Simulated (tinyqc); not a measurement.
Coverage against grain size: equilibrium and kinetic segregation of a solute to boundaries and growing surfaces. Computed by tinyqc, a small Python program. Command: `OMP_NUM_THREADS=1 python tinyqc.py 3022354 3022355 out.jsonl segreg walk`. One thread of a shared host (Intel(R) Xeon(R) Processor @ 2.30GHz), about 0.01 s of CPU time with the checks.

Inputs (values chosen for the exercise, modelled on a solute in a copper line):

| quantity | value | unit |
|---|---|---|
| segregation energy Q | 0.468 | eV |
| total solute fraction x0 | 0.012 | - |
| temperature T | 1325 | K |
| boundary thickness delta | 0.62 | nm |

Isotherm: Langmuir-McLean.

Constants: k_B = 8.617333262e-05 eV/K.

Method. With theta the solute fraction on boundary sites and x that in the grains, theta/(1 - theta) = [x/(1 - x)] exp[Q/(k_B T)]. Finite grains: boundary sites are the fraction f = 3 delta/d, and x0 = (1 - f) x + f theta; solve both equations for theta; share at boundaries = f theta/x0.

At T:

| d (nm) | theta | x in the grains | share at boundaries (%) |
|---|---|---|---|
| 15 | 0.08579 | 0.001555 | 88.651 |
| 30 | 0.14954 | 0.002909 | 77.261 |
| 60 | 0.23157 | 0.004975 | 59.823 |
| 120 | 0.30818 | 0.007337 | 39.806 |
| 250 | 0.36305 | 0.009369 | 22.509 |
| 500 | 0.39193 | 0.010581 | 12.150 |
| 1000 | 0.40708 | 0.011264 | 6.310 |
| 5000 | 0.41950 | 0.011848 | 1.300 |

What follows from these numbers?

From the largest grains to the smallest the share at boundaries rises from 1.3 to 89 %, and x/x0 falls to 0.13. In the dilute limit x/x0 = 1/(1 - f + f exp(Q/(k_B T))), which gives 0.12 at 15 nm.

Extremes, crossings and ranges named in words are read from the listed rows.
